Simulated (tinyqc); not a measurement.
# Tail temperature from the power law

Inverse problem. When tail states hold most of the charge, the linear current goes as I = A (Vg - VT)^g with g = 2 Tt/T - 1. Find g, Tt and the tail width kB Tt.

Inputs (values chosen for the exercise):

| symbol | value | unit | meaning |
|---|---|---|---|
| T | 300 | K | temperature |

Constants: q = 1.602176634e-19 C, kB = 1.380649e-23 J/K, Vt = kB T/q. Results are converted to the units shown.

I at Vg - VT = 28 and 42 V (nA): [102.02939, 175.19174]

Solution. g is the slope of ln I against ln(Vg - VT).

g = 1.333
Tt = 350.0 K
kB Tt = 30.16 meV

Computed by the program tinyqc: `OMP_NUM_THREADS=1 python tinyqc.py 2610003 2610004 out.jsonl`, one thread of a shared Intel Xeon 2.30GHz, about 0.01 s for the whole run.
